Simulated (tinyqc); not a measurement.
# Worked calculation: punch-through p+-n junction, ionisation integral and breakdown

Computed by the program tinyqc: `OMP_NUM_THREADS=1 python tinyqc.py 2120112 2120113 out.jsonl`, one thread of a shared Intel Xeon 2.30GHz, about 0.08 s for the whole run. Printed values are rounded.

A p+ layer at x < 0 and an n drift layer from x = 0 to L on an n+ substrate. Depletion approximation, built-in voltage neglected. Local ionisation coefficients alpha_n = an exp(-(bn/E)^mx), alpha_p = ap exp(-(bp/E)^mx). Electrons move towards +x, holes towards x = 0.

Values chosen for this exercise; material values close to those of gallium arsenide: relative permittivity eps_r = 12.9; prefactor of the electron ionisation coefficient an = 2.91e5 1/cm; field constant for electrons bn = 6.58e5 V/cm; prefactor of the hole ionisation coefficient ap = 2.24e5 1/cm; field constant for holes bp = 6.22e5 V/cm; exponent mx = 1.6; donor density of the drift layer N = 1.1e16 cm^-3; thickness of the drift layer L = 0.75 um; reverse voltage V = 20.2 V; share of the depleted width that the grid covers fr = 1.

Constants: q = 1.602176634e-19 C, eps0 = 8.8541878128e-14 F/cm where lengths are in cm. Results are converted to the units shown.

Range of the model: Breakdown comes at under 36 V, so the built-in voltage left out is a few per cent of it or more.

## Field and ionisation coefficients on a grid

W = sqrt(2 eps0 eps_r V/(q N)), peak field E0 = q N W/(eps0 eps_r), falling linearly to 0 at W; if W > L the layer is punched through: W = L, E0 = V/L + q N L/(2 eps0 eps_r), falling linearly to E1 = V/L - q N L/(2 eps0 eps_r). Grid: 13 equal steps from 0 to fr W.

W = 0.75 um

```
point     x (um)  E (kV/cm)  alpha_n (1/cm)  alpha_p (1/cm)
0      0.0000000   327.1957        13668.57        13690.55
1      0.0576923   318.2938        11906.75        12068.42
2      0.1153846   309.3919        10264.59        10537.74
3      0.1730769   300.4900        8747.462        9104.745
4      0.2307692   291.5881        7359.683        7775.058
5      0.2884615   282.6862        6104.304        6553.498
6      0.3461538   273.7843        4982.881        5443.859
7      0.4038462   264.8824        3995.260        4448.674
8      0.4615385   255.9805        3139.394        3568.987
9      0.5192308   247.0786        2411.205        2804.144
10     0.5769231   238.1767        1804.519        2151.612
11     0.6346154   229.2748        1311.100        1606.872
12     0.6923077   220.3729        920.8008        1163.385
13     0.7500000   211.4710        621.8550        812.6872
```

## Ionisation integrals by the trapezoid rule

G(x) = integral from 0 to x of (alpha_n - alpha_p); I_n = integral of alpha_n exp(-G) (electrons injected at x = 0), I_p = integral of alpha_p exp(G(end) - G) (holes injected at the far edge); M = 1/(1 - I). All integrals by the trapezoid rule on the grid.

```
point            G  alpha_n exp(-G) (1e4 1/cm)
0       0.00000000                    1.366857
1      -0.00052977                    1.191305
2      -0.00178407                    1.028292
3      -0.00360263                    0.877903
4      -0.00583145                    0.740273
5      -0.00832540                    0.615534
6      -0.01095090                    0.503775
7      -0.01358857                    0.404992
8      -0.01613570                    0.319046
9      -0.01850839                    0.245625
10     -0.02064309                    0.184216
11     -0.02249751                    0.134093
12     -0.02405046                    0.094321
13     -0.02530070                    0.063779
```

I_n = 0.4070015
I_p = 0.4218167
M_n = 1.686345
M_p = 1.729555

A grid of 1500 steps over the whole width gives I_n = 0.4063 and I_p = 0.4212; the coarse I_n is 0.18 % above and the coarse I_p 0.16 % above those values. Holes multiply more: on this coarse grid M - 1 is 1.06 times as large for them.

## Breakdown voltage by secant steps

G(x) = integral from 0 to x of (alpha_n - alpha_p); I_n = integral of alpha_n exp(-G) (electrons injected at x = 0), I_p = integral of alpha_p exp(G(end) - G) (holes injected at the far edge); M = 1/(1 - I). Secant steps on ln I_n(V) = 0 with the integrals on a fine grid (1500 steps), from the points V = 18.8 and 23.1 V; stop when the step is below 1e-7 of V.

Course of the iteration:
```
step     V (V)        I_n  change of V (V)
1         23.1  0.8118868            0.807
2     23.90673  0.9502337            0.262
3     24.16845  0.9971189           0.0157
4     24.18413  0.9999567          2.39e-4
5     24.18437   1.000000          2.07e-7
```

Breakdown at 24.184 V, with a peak field of 380.3 kV/cm and W = 0.7500 um. The integral for holes reaches 1 at the same voltage.
